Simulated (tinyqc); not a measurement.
Thermal displacements in the Debye model: Debye-Waller factors, bond-length spread and the Lindemann rule: one step, computed by the program tinyqc.

A Debye spectrum with three branches of one velocity, cut at k_B Theta; 2 atoms per cube, nearest neighbours at d = 0.866025 a.

Question. Mean-square displacement. <u_x^2> = (3 hbar^2/(2 M k_B Theta)) int_0^1 s coth(s Theta/(2T)) ds (64 Gauss-Legendre points); it tends to 3 hbar^2/(4 M k_B Theta) at T = 0 and to 3 hbar^2 T/(M k_B Theta^2) at high T. B = 8 pi^2 <u_x^2>.

Inputs (values chosen for the exercise, modelled on molybdenum): atomic mass M = 95.95 u; Debye temperature Theta = 393 K; temperature T = 77 K.

Structure: bcc.

Constants: hbar^2/u = 4.18015928e-03 eV angstrom^2; k_B = 8.617333262e-05 eV/K.

Give: <u_x^2>; zero-point value; classical value; B factor.

Answer.

<u_x^2> = 0.001203 angstrom^2

zero-point value = 9.648e-04 angstrom^2

classical value = 7.561e-04 angstrom^2

B factor = 0.09499 angstrom^2

The zero-point value is 80.2 % and the classical value 62.9 % of the full result; the two are limits, not parts that add.
